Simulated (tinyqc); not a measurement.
What moves the results: optical transitions of a finite quantum well. A value that a table varies takes the place of the one given here.

Each carrier sees a square well of width L with its own depth V and masses m (inside), mb (outside); c = hbar^2/2m0, k = sqrt(m E/c), kappa = sqrt(mb (V - E)/c), and level n solves k L + 2 atan[(k/m)/(kappa/mb)] = n pi. The envelope is cos(kz) for odd n and sin(kz) for even n inside, joins exp(-kappa (|z| - L/2)) outside, and is normalised to 1. Excitons and band mixing are left out.

Constants: hbar^2/2m0 = 3.80998211 eV angstrom^2; e^2/(4 pi eps0) = 14.39964547 eV angstrom; hc = 1239.841984 eV nm.

Inputs chosen for the exercise (near those of a GaAs well in AlGaAs; shifted at random, so the results belong to these values and not to a real crystal): L = 90 angstrom (well width); Vc = 0.227 eV (conduction offset); me = 0.0683 m0 (electron, well); meb = 0.0902 m0 (electron, barrier); eps = 11.7 (background dielectric constant); Nss = (0.054, 0.14, 0.27, 0.54, 0.81, 1.1, 1.6) x 1e12/cm^2 (sheet densities); Eg = 1.532 eV (gap of the well); Vv = 0.128 eV (valence offset); mh = 0.333 m0 (heavy hole along z, well); mhb = 0.38 m0 (heavy hole, barrier); ml = 0.0855 m0 (light hole along z, well); mlb = 0.1077 m0 (light hole, barrier); Ls = (28, 40, 55, 64, 85, 122, 150) angstrom (widths).

## Depolarisation shift

The collective line lies at E12 sqrt(1 + a), a = 8 pi q (n1 - n2) S/(eps E12), q = e^2/(4 pi eps0), S = integral over z of (integral up to z of psi_1 psi_2)^2. Zero temperature with the mass me in both subbands: n1 - n2 = Ns until Ns reaches D E12, D = me/(2 pi c), and D E12 beyond. 1e12/cm^2 = 1e-4/angstrom^2; exchange and the static band bending by the charge are left out.

Line position:

| Ns (1e12/cm^2) | n1 - n2 | a | line (meV) | shift (meV) |
|---|---|---|---|---|
| 0.054 | 0.054 | 0.0119 | 99.54 | 0.59 |
| 0.14 | 0.140 | 0.0309 | 100.47 | 1.52 |
| 0.27 | 0.270 | 0.0597 | 101.86 | 2.91 |
| 0.54 | 0.540 | 0.1193 | 104.69 | 5.74 |
| 0.81 | 0.810 | 0.1790 | 107.44 | 8.49 |
| 1.1 | 1.100 | 0.2431 | 110.33 | 11.37 |
| 1.6 | 1.600 | 0.3535 | 115.12 | 16.17 |

S = 7.069 angstrom
E12 = 98.95 meV

The upward shift grows from 0.59 to 16.17 meV, 16.3 % of E12 at most. For small a the shift is a E12/2, linear in Ns; in the last row that rule gives 17.49 meV. S/L = 0.0785, against 5/(9 pi^2) = 0.0563 for hard walls.

## Width of the well

Edge wavelength hc/(Eg + e1 + hh1), squared e1-hh1 overlap, lh1 - hh1, and the 1-2 intersubband energy with f_12 = (m1/c) E12 z_12^2, 1/m1 = <1|1/m|1> (dash: e2 unbound).

Results:

| L (angstrom) | edge (nm) | overlap^2 | lh1 - hh1 (meV) | E12 (meV) | f_12 |
|---|---|---|---|---|---|
| 28 | 727.6 | 0.9357 | 34.5 | - | - |
| 40 | 749.4 | 0.9560 | 31.3 | - | - |
| 55 | 766.8 | 0.9698 | 25.6 | 154.6 | 0.728 |
| 64 | 773.9 | 0.9751 | 22.5 | 142.4 | 0.942 |
| 85 | 785.0 | 0.9829 | 16.8 | 106.3 | 0.985 |
| 122 | 795.0 | 0.9899 | 10.7 | 64.8 | 0.974 |
| 150 | 799.0 | 0.9926 | 8.0 | 47.2 | 0.969 |

The edge tunes from 728 to 799 nm, towards hc/Eg = 809 nm, while the overlap goes from 0.936 to 0.993. e2 binds at L = pi sqrt(c/(me Vc)) = 49.2 angstrom; f_12 starts from zero there and is 0.728 at 55 angstrom, the rest going to the continuum; among the widths listed it peaks at 0.985 (85 angstrom) and is 0.969 in the widest well, against 0.961 for hard walls.

## What each parameter does

Edge wavelength hc/(Eg + e1 + hh1), squared overlap of e1 and hh1, and the confinement energies. Each row changes one parameter from the base and keeps the others.

Results:

| case | edge (nm) | overlap^2 | e1 (meV) | hh1 (meV) |
|---|---|---|---|---|
| base | 786.8 | 0.9842 | 34.5 | 9.3 |
| L = 99 angstrom | 789.7 | 0.9862 | 30.0 | 7.9 |
| Eg = 1.563 eV | 771.7 | 0.9842 | 34.5 | 9.3 |
| Vc = 0.193 eV | 787.7 | 0.9778 | 32.8 | 9.3 |
| Vv = 0.102 eV | 787.0 | 0.9895 | 34.5 | 8.9 |
| me = 0.0751 m0 | 787.6 | 0.9878 | 32.9 | 9.3 |
| mh = 0.383 m0 | 787.2 | 0.9796 | 34.5 | 8.5 |
| meb = 0.1082 m0 | 787.6 | 0.9833 | 32.9 | 9.3 |

The largest shifts from the base row, up to three for each result and ties (the steps differ in size, so this ranks the rows, not the parameters). edge (nm): Eg -15.2, L +2.9, Vc +0.8, meb +0.8, me +0.8. overlap^2: Vc -0.0065, Vv +0.0053, mh -0.0046; unchanged at the printed digits by Eg. e1 (meV): L -4.4, Vc -1.6, meb -1.6; unchanged at the printed digits by Eg, Vv and mh. hh1 (meV): L -1.3, mh -0.8, Vv -0.4; unchanged at the printed digits by Eg, Vc, me and meb.

Run: tinyqc, `OMP_NUM_THREADS=1 python tinyqc.py 1250733 1250734 out.jsonl`; Intel(R) Xeon(R) Processor @ 2.30GHz, one thread, shared host; about 0.07 s of CPU time with all checks.
